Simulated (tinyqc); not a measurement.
A spin-degenerate level with charging energy between two leads, rate equations: two steps of the calculation.

States 0, up, down and 2 with energies 0, e1 - Ez/2, e1 + Ez/2 and 2 e1 + U. mu_L = +V/2, mu_R = -V/2 (meV), f(x) = 1/(1 + exp(x/kB T)). A transition that adds one electron of given spin at the energy E has the rate G f(E - mu) from each lead, and its reverse G [1 - f(E - mu)]. I counts electrons leaving the left lead, times q.

Parameters, values chosen for the exercise:
- GL = 1.6 1/ns (tunnel rate to the left lead)
- GR = 0.73 1/ns (tunnel rate to the right lead)
- dt = 0.087 ns (time step)

Constants: q = 1.602176634e-19 C. Results are converted to the units shown.

Task 1. Steady state and current. Steady state: W p = 0 with sum p = 1. I = q GL sum over transitions i-j of [fL p_i - (1 - fL) p_j].

W (1/ns):
```
	0	up	down	2
0	-4.3579175	0.1510412	0.1510412	0.0000000
up	2.1789588	-0.3391739	0.0000000	2.1418673
down	2.1789588	0.0000000	-0.3391739	2.1418673
2	0.0000000	0.1881327	0.1881327	-4.2837347
```

fL, transition 0-up to down-2: 0.99999979  0.99999979  0.11758286  0.11758286

Find: p; mean number of electrons; I.

Result 1.

p: 0 0.03213, up 0.46357, down 0.46357, 2 0.04072
mean number of electrons = 1.0086
I = 26.000 pA

In units of q GL GR/(GL + GR) = 80.3 pA the current is 0.324; two independent spin channels fully inside the bias window would give 2.

Task 2. Time step. Explicit Euler step: p(new) = p + dt W p.

W (1/ns):
```
	0	up	down	2
0	-4.3579175	0.1510412	0.1510412	0.0000000
up	2.1789588	-0.3391739	0.0000000	2.1418673
down	2.1789588	0.0000000	-0.3391739	2.1418673
2	0.0000000	0.1881327	0.1881327	-4.2837347
```

p after step 1: 0 0.62086118, up 0.18956941, down 0.18956941, 2 0.00000000

Give: p after step 2.

Result 2.

p after step 2: 0 0.3905, up 0.3017, down 0.3017, 2 0.0062

Range of the model: Rate equations need hbar G well below kB T; cotunnelling and the Kondo effect are left out.

Numbers from tinyqc (`OMP_NUM_THREADS=1 python tinyqc.py 2780135 2780136 out.jsonl`; about 0.01 s on one thread of a shared Intel Xeon 2.30GHz).
